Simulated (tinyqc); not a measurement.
Short-period [001] superlattice in sp3s* tight binding: one step. Levels of the small cell. Four cases, with inputs chosen for the exercise.

Task: Diagonalise (s, pz, s* block of a cell with n = 2, m = 1; px and py are apart). The lowest 6 levels are filled. Give the share of the cation weight of the lowest empty level that lies on the A cations, c1 and c2.

Give: levels; share on A cations.

Case 1.

H (eV):
```
          sa1       za1       *a1       sc1       zc1       *c1       sa2       za2       *a2       sc2       zc2
sa1  -8.82069         0         0  -2.80600   1.51550         0         0         0         0         0         0
za1         0   0.63381         0  -2.72050   0.92150  -1.96000         0         0         0         0         0
*a1         0         0   7.14131         0   1.68800         0         0         0         0         0         0
sc1  -2.80600  -2.72050         0  -2.72653         0         0  -2.80600   2.72050         0         0         0
zc1   1.51550   0.92150   1.68800         0   3.72247         0  -1.51550   0.92150  -1.68800         0         0
*c1         0  -1.96000         0         0         0   6.73047         0   1.96000         0         0         0
sa2         0         0         0  -2.80600  -1.51550         0  -9.50753         0         0  -2.80600   1.51550
za2         0         0         0   2.72050   0.92150   1.96000         0   0.91247         0  -2.72050   0.92150
*a2         0         0         0         0  -1.68800         0         0         0   7.40847         0   1.68800
sc2         0         0         0         0         0         0  -2.80600  -2.72050         0  -2.72653         0
zc2         0         0         0         0         0         0   1.51550   0.92150   1.68800         0   3.72247
*c2         0         0         0         0         0         0         0  -1.96000         0         0         0
sa3         0         0         0         0         0         0         0         0         0  -2.80600  -1.51550
za3         0         0         0         0         0         0         0         0         0   2.72050   0.92150
*a3         0         0         0         0         0         0         0         0         0         0  -1.68800
sc3  -3.33600   2.74650         0         0         0         0         0         0         0         0         0
zc3  -2.55650   0.94150  -2.26450         0         0         0         0         0         0         0         0
*c3         0   2.49200         0         0         0         0         0         0         0         0         0

          *c2       sa3       za3       *a3       sc3       zc3       *c3
sa1         0         0         0         0  -3.33600  -2.55650         0
za1         0         0         0         0   2.74650   0.94150   2.49200
*a1         0         0         0         0         0  -2.26450         0
sc1         0         0         0         0         0         0         0
zc1         0         0         0         0         0         0         0
*c1         0         0         0         0         0         0         0
sa2         0         0         0         0         0         0         0
za2  -1.96000         0         0         0         0         0         0
*a2         0         0         0         0         0         0         0
sc2         0  -2.80600   2.72050         0         0         0         0
zc2         0  -1.51550   0.92150  -1.68800         0         0         0
*c2   6.73047         0   1.96000         0         0         0         0
sa3         0  -8.82069         0         0  -3.33600   2.55650         0
za3   1.96000         0   0.63381         0  -2.74650   0.94150  -2.49200
*a3         0         0         0   7.14131         0   2.26450         0
sc3         0  -3.33600  -2.74650         0  -1.78585         0         0
zc3         0   2.55650   0.94150   2.26450         0   2.96915         0
*c3         0         0  -2.49200         0         0         0   6.11815
```

Result:

levels (eV): -12.566  -11.130  -11.104  -5.680  -5.405  -0.195  0.962  2.148  2.583  2.648  2.668  4.480  6.572  7.225  8.674  8.812  9.213  9.571

share on A cations = 0.819

The lowest empty level is number 7, at 0.962 eV.

Case 2.

H (eV):
```
          sa1       za1       *a1       sc1       zc1       *c1       sa2       za2       *a2       sc2       zc2
sa1  -8.83357         0         0  -2.80100   1.52150         0         0         0         0         0         0
za1         0   0.64793         0  -2.72150   0.92100  -1.95050         0         0         0         0         0
*a1         0         0   7.15593         0   1.68450         0         0         0         0         0         0
sc1  -2.80100  -2.72150         0  -2.71832         0         0  -2.80100   2.72150         0         0         0
zc1   1.52150   0.92100   1.68450         0   3.72168         0  -1.52150   0.92100  -1.68450         0         0
*c1         0  -1.95050         0         0         0   6.72568         0   1.95050         0         0         0
sa2         0         0         0  -2.80100  -1.52150         0  -9.56232         0         0  -2.80100   1.52150
za2         0         0         0   2.72150   0.92100   1.95050         0   0.91168         0  -2.72150   0.92100
*a2         0         0         0         0  -1.68450         0         0         0   7.41368         0   1.68450
sc2         0         0         0         0         0         0  -2.80100  -2.72150         0  -2.71832         0
zc2         0         0         0         0         0         0   1.52150   0.92100   1.68450         0   3.72168
*c2         0         0         0         0         0         0         0  -1.95050         0         0         0
sa3         0         0         0         0         0         0         0         0         0  -2.80100  -1.52150
za3         0         0         0         0         0         0         0         0         0   2.72150   0.92100
*a3         0         0         0         0         0         0         0         0         0         0  -1.68450
sc3  -3.33800   2.74100         0         0         0         0         0         0         0         0         0
zc3  -2.55600   0.94000  -2.26250         0         0         0         0         0         0         0         0
*c3         0   2.49100         0         0         0         0         0         0         0         0         0

          *c2       sa3       za3       *a3       sc3       zc3       *c3
sa1         0         0         0         0  -3.33800  -2.55600         0
za1         0         0         0         0   2.74100   0.94000   2.49100
*a1         0         0         0         0         0  -2.26250         0
sc1         0         0         0         0         0         0         0
zc1         0         0         0         0         0         0         0
*c1         0         0         0         0         0         0         0
sa2         0         0         0         0         0         0         0
za2  -1.95050         0         0         0         0         0         0
*a2         0         0         0         0         0         0         0
sc2         0  -2.80100   2.72150         0         0         0         0
zc2         0  -1.52150   0.92100  -1.68450         0         0         0
*c2   6.72568         0   1.95050         0         0         0         0
sa3         0  -8.83357         0         0  -3.33800   2.55600         0
za3   1.95050         0   0.64793         0  -2.74100   0.94000  -2.49100
*a3         0         0         0   7.15593         0   2.26250         0
sc3         0  -3.33800  -2.74100         0  -1.76181         0         0
zc3         0   2.55600   0.94000   2.26250         0   2.99119         0
*c3         0         0  -2.49100         0         0         0   6.14319
```

Result:

levels (eV): -12.580  -11.159  -11.109  -5.675  -5.394  -0.185  0.960  2.166  2.597  2.661  2.682  4.483  6.577  7.237  8.660  8.818  9.216  9.581

share on A cations = 0.818

The lowest empty level is number 7, at 0.960 eV.

Case 3.

H (eV):
```
          sa1       za1       *a1       sc1       zc1       *c1       sa2       za2       *a2       sc2       zc2
sa1  -9.07946         0         0  -2.80300   1.51600         0         0         0         0         0         0
za1         0   0.85054         0  -2.72250   0.92250  -1.95500         0         0         0         0         0
*a1         0         0   7.88154         0   1.68300         0         0         0         0         0         0
sc1  -2.80300  -2.72250         0  -2.72133         0         0  -2.80300   2.72250         0         0         0
zc1   1.51600   0.92250   1.68300         0   3.72567         0  -1.51600   0.92250  -1.68300         0         0
*c1         0  -1.95500         0         0         0   6.72867         0   1.95500         0         0         0
sa2         0         0         0  -2.80300  -1.51600         0  -9.54833         0         0  -2.80300   1.51600
za2         0         0         0   2.72250   0.92250   1.95500         0   0.91367         0  -2.72250   0.92250
*a2         0         0         0         0  -1.68300         0         0         0   7.40067         0   1.68300
sc2         0         0         0         0         0         0  -2.80300  -2.72250         0  -2.72133         0
zc2         0         0         0         0         0         0   1.51600   0.92250   1.68300         0   3.72567
*c2         0         0         0         0         0         0         0  -1.95500         0         0         0
sa3         0         0         0         0         0         0         0         0         0  -2.80300  -1.51600
za3         0         0         0         0         0         0         0         0         0   2.72250   0.92250
*a3         0         0         0         0         0         0         0         0         0         0  -1.68300
sc3  -3.23250   2.89000         0         0         0         0         0         0         0         0         0
zc3  -2.24550   0.97500  -2.41800         0         0         0         0         0         0         0         0
*c3         0   2.40150         0         0         0         0         0         0         0         0         0

          *c2       sa3       za3       *a3       sc3       zc3       *c3
sa1         0         0         0         0  -3.23250  -2.24550         0
za1         0         0         0         0   2.89000   0.97500   2.40150
*a1         0         0         0         0         0  -2.41800         0
sc1         0         0         0         0         0         0         0
zc1         0         0         0         0         0         0         0
*c1         0         0         0         0         0         0         0
sa2         0         0         0         0         0         0         0
za2  -1.95500         0         0         0         0         0         0
*a2         0         0         0         0         0         0         0
sc2         0  -2.80300   2.72250         0         0         0         0
zc2         0  -1.51600   0.92250  -1.68300         0         0         0
*c2   6.72867         0   1.95500         0         0         0         0
sa3         0  -9.07946         0         0  -3.23250   2.24550         0
za3   1.95500         0   0.85054         0  -2.89000   0.97500  -2.40150
*a3         0         0         0   7.88154         0   2.41800         0
sc3         0  -3.23250  -2.89000         0  -2.91660         0         0
zc3         0   2.24550   0.97500   2.41800         0   3.41540         0
*c3         0         0  -2.40150         0         0         0   6.46840
```

Result:

levels (eV): -12.754  -11.306  -11.117  -5.689  -5.612  -0.086  0.688  2.232  2.449  2.703  2.713  4.589  6.661  7.698  8.700  8.959  9.379  10.296

share on A cations = 0.737

The lowest empty level is number 7, at 0.688 eV.

Case 4.

H (eV):
```
          sa1       za1       *a1       sc1       zc1       *c1       sa2       za2       *a2       sc2       zc2
sa1  -9.06790         0         0  -2.80000   1.51450         0         0         0         0         0         0
za1         0   0.85260         0  -2.72750   0.92000  -1.95400         0         0         0         0         0
*a1         0         0   7.87110         0   1.68350         0         0         0         0         0         0
sc1  -2.80000  -2.72750         0  -2.71650         0         0  -2.80000   2.72750         0         0         0
zc1   1.51450   0.92000   1.68350         0   3.72250         0  -1.51450   0.92000  -1.68350         0         0
*c1         0  -1.95400         0         0         0   6.74150         0   1.95400         0         0         0
sa2         0         0         0  -2.80000  -1.51450         0  -9.52050         0         0  -2.80000   1.51450
za2         0         0         0   2.72750   0.92000   1.95400         0   0.90950         0  -2.72750   0.92000
*a2         0         0         0         0  -1.68350         0         0         0   7.39750         0   1.68350
sc2         0         0         0         0         0         0  -2.80000  -2.72750         0  -2.71650         0
zc2         0         0         0         0         0         0   1.51450   0.92000   1.68350         0   3.72250
*c2         0         0         0         0         0         0         0  -1.95400         0         0         0
sa3         0         0         0         0         0         0         0         0         0  -2.80000  -1.51450
za3         0         0         0         0         0         0         0         0         0   2.72750   0.92000
*a3         0         0         0         0         0         0         0         0         0         0  -1.68350
sc3  -3.22000   2.89350         0         0         0         0         0         0         0         0         0
zc3  -2.24150   0.98000  -2.42300         0         0         0         0         0         0         0         0
*c3         0   2.40800         0         0         0         0         0         0         0         0         0

          *c2       sa3       za3       *a3       sc3       zc3       *c3
sa1         0         0         0         0  -3.22000  -2.24150         0
za1         0         0         0         0   2.89350   0.98000   2.40800
*a1         0         0         0         0         0  -2.42300         0
sc1         0         0         0         0         0         0         0
zc1         0         0         0         0         0         0         0
*c1         0         0         0         0         0         0         0
sa2         0         0         0         0         0         0         0
za2  -1.95400         0         0         0         0         0         0
*a2         0         0         0         0         0         0         0
sc2         0  -2.80000   2.72750         0         0         0         0
zc2         0  -1.51450   0.92000  -1.68350         0         0         0
*c2   6.74150         0   1.95400         0         0         0         0
sa3         0  -9.06790         0         0  -3.22000   2.24150         0
za3   1.95400         0   0.85260         0  -2.89350   0.98000  -2.40800
*a3         0         0         0   7.87110         0   2.42300         0
sc3         0  -3.22000  -2.89350         0  -2.90430         0         0
zc3         0   2.24150   0.98000   2.42300         0   3.42370         0
*c3         0         0  -2.40800         0         0         0   6.47570
```

Result:

levels (eV): -12.727  -11.280  -11.104  -5.692  -5.617  -0.087  0.688  2.227  2.453  2.699  2.725  4.587  6.673  7.691  8.709  8.969  9.379  10.296

share on A cations = 0.736

The lowest empty level is number 7, at 0.688 eV.

Computed by tinyqc, one run a case: `OMP_NUM_THREADS=1 python tinyqc.py N N+1 out.jsonl` with N = 1480053, 1480112, 1480126, 1480381; one thread of a shared Intel(R) Xeon(R) Processor @ 2.30GHz, about 0.7 s a run at most.
